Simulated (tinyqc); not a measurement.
Worked calculation: six-band Luttinger-Kohn model with strain. Values are carried at full precision from step to step, so a last printed digit may differ when a step is redone from the rounded ones.

Constants: hbar^2/2m0 = 3.80998211 eV angstrom^2.

Values chosen for the exercise (near those of Si; not measured data): C11 = 164.4 GPa; C12 = 64 GPa; C44 = 80 GPa; load = uniaxial [001] (kind of stress); X = 0.24 GPa (stress); Dso = 0.044 eV (spin-orbit splitting); g1 = 4.28 (Luttinger gamma1); g2 = 0.34 (gamma2); g3 = 1.45 (gamma3); av = 2.44 eV (valence hydrostatic potential); b = -2.08 eV (tetragonal shear potential); d = -4.83 eV (trigonal shear potential); k = (0.052, 0.053, 0) 1/angstrom (wave vector); kmax = 0.08 1/angstrom (end of the path).

## Strain from a uniaxial [001] stress

s11 = (C11 + C12)/((C11 - C12)(C11 + 2 C12)), s12 = -C12/((C11 - C12)(C11 + 2 C12)), s44 = 1/C44; exx = s11 sxx + s12 (syy + szz) and cyclic, exy = s44 sxy/2; tension is positive. A uniaxial stress X along the unit vector n is s_ij = X n_i n_j.

s11, s12, s44 (1/TPa): 7.7801  -2.1801  12.5000

strain tensor:
```
           x          y         z
x  -0.000523   0.000000  0.000000
y   0.000000  -0.000523  0.000000
z   0.000000   0.000000  0.001867
```

The volume changes by +0.082 %; there is no shear in the cubic axes, so d does not enter.

## The terms P, Q, R, S at one k

P = c g1 k^2 - av tr(e); Q = c g2 (kx^2 + ky^2 - 2 kz^2) - (b/2)(exx + eyy - 2 ezz); R = c sqrt3 [-g2 (kx^2 - ky^2) + 2i g3 kx ky] + (sqrt3/2) b (exx - eyy) - i d exy; S = 2 c sqrt3 g3 (kx - i ky) kz - d (exz - i eyz); c = hbar^2/2m0, e the strain tensor (not engineering shear).

Form the four terms.

Terms (eV):
```
term            from k  from strain
P              0.08990     -0.00200
Q              0.00714     -0.00497
R     0.00024+0.05274i      0.00000
S              0.00000      0.00000
```

## The Hamiltonian

Six-band Luttinger-Kohn model in the basis |3/2,3/2>, |3/2,1/2>, |3/2,-1/2>, |3/2,-3/2>, |1/2,1/2>, |1/2,-1/2>, electron energies, zero at the top of the unstrained valence band. H = -[rows: (P+Q, -S, R, 0, -S/r2, r2 R); (-S*, P-Q, 0, R, -r2 Q, r32 S); (R*, 0, P-Q, S, r32 S*, r2 Q); (0, R*, S*, P+Q, -r2 R*, -S*/r2); (-S*/r2, -r2 Q, r32 S, -r2 R, P+Dso, 0); (r2 R*, r32 S*, r2 Q, -S/r2, 0, P+Dso)], r2 = sqrt(2), r32 = sqrt(3/2). Levels are twofold.

Each term is the sum of its two parts.

H(k) (eV):
```
                  3/2,3/2          3/2,1/2         3/2,-1/2         3/2,-3/2         1/2,1/2         1/2,-1/2
3/2,3/2           -0.0901                0  -0.0002-0.0527i                0               0  -0.0003-0.0746i
3/2,1/2                 0          -0.0857                0  -0.0002-0.0527i          0.0031                0
3/2,-1/2  -0.0002+0.0527i                0          -0.0857                0               0          -0.0031
3/2,-3/2                0  -0.0002+0.0527i                0          -0.0901  0.0003-0.0746i                0
1/2,1/2                 0           0.0031                0   0.0003+0.0746i         -0.1319                0
1/2,-1/2  -0.0003+0.0746i                0          -0.0031                0               0          -0.1319
```

## Levels and their make-up

Diagonalise H. The weights add +m and -m and are averaged over each pair; m is taken along z.

levels from the top, each twofold (eV): -0.0101  -0.0978  -0.1997

weights:
```
               top  second  third
|3/2,+-3/2>  0.553   0.047  0.400
|3/2,+-1/2>  0.251   0.652  0.097
|1/2,+-1/2>  0.196   0.301  0.503
```

The top pair is 55 % |3/2,+-3/2>, the second pair is 65 % |3/2,+-1/2> and the third pair is 50 % |1/2,+-1/2>.

## Band edges at k = 0
Diagonalise H at k = 0. The weights add +m and -m (m along z) and are averaged over each pair.

edges from the top (eV): 0.0070  -0.0017  -0.0432

weights at k = 0:
```
               top  second  third
|3/2,+-3/2>  1.000   0.000  0.000
|3/2,+-1/2>  0.000   0.970  0.030
|1/2,+-1/2>  0.000   0.030  0.970
```

The stress splits the top two pairs by 8.7 meV, 0.34 times kT at 300 K (25.85 meV); the third lies 50.2 meV below the top, against Dso = 44 meV without stress.

## The edges in closed form

With R = S = 0: P = -av tr(e), Q = -(b/2)(exx + eyy - 2 ezz), W = sqrt(Dso^2 + 2 Dso Q + 9 Q^2); E(HH) = -P - Q, E(LH) and E(SO) = -P + (Q - Dso +/- W)/2. Without the coupling to the split-off band E(LH) = -P + Q.

P = -0.00200 eV
Q = -0.00497 eV
W = 0.04148 eV

E(HH), E(LH), E(SO) (eV): 0.0070  -0.0017  -0.0432

E(LH) without the coupling = -0.0030 eV

The heavy-hole edge is on top. The coupling raises the light-hole edge by 1.2 meV; to lowest order it is 2 Q^2/Dso = 1.1 meV, with |Q|/Dso = 0.11.

## Hole masses at the edges

Curvature at k = 0: m/m0 = -2 c h^2/(E(h u) + E(-h u) - 2 E(0)) with h = 0.0002 1/angstrom along the unit vector u.

Hole masses (m0):
```
direction    top  second  third
[110]      0.216   0.243  0.243
[1-10]     0.216   0.243  0.243
[100]      0.216   0.243  0.243
[001]      0.278   0.217  0.216
```

Of the directions listed, the top pair is lightest along [110], [1-10] and [100] (0.216) and heaviest along [001] (0.278). These masses hold only for hole energies well below the splitting of 9 meV.

## Bands along [110] and [001]

Six points from 0 to kmax in each direction.

Levels (eV):
```
direction  |k| (1/angstrom)      top   second    third  top, no stress  second, no stress
[110]                 0.000   0.0070  -0.0017  -0.0432          0.0000             0.0000
[110]                 0.016   0.0036  -0.0067  -0.0474         -0.0016            -0.0064
[110]                 0.032  -0.0007  -0.0248  -0.0626         -0.0056            -0.0233
[110]                 0.048  -0.0044  -0.0500  -0.0964         -0.0101            -0.0450
[110]                 0.064  -0.0079  -0.0777  -0.1528         -0.0142            -0.0710
[110]                 0.080  -0.0114  -0.1102  -0.2295         -0.0180            -0.1028
[001]                 0.000   0.0070  -0.0017  -0.0432          0.0000             0.0000
[001]                 0.016   0.0035  -0.0062  -0.0478         -0.0035            -0.0048
[001]                 0.032  -0.0071  -0.0194  -0.0617         -0.0140            -0.0190
[001]                 0.048  -0.0246  -0.0404  -0.0857         -0.0316            -0.0418
[001]                 0.064  -0.0492  -0.0684  -0.1208         -0.0562            -0.0717
[001]                 0.080  -0.0808  -0.1027  -0.1676         -0.0878            -0.1075
```

## Checks

- Levels against the same model in the basis X, Y, Z times spin: they agree to 1e-10 or better.
- Closed-form edges against the diagonalisation: they agree to 1e-10 or better.

tinyqc: `OMP_NUM_THREADS=1 python tinyqc.py 1050292 1050293 out.jsonl`; about 0.2 s, one thread, shared Intel(R) Xeon(R) Processor @ 2.30GHz.
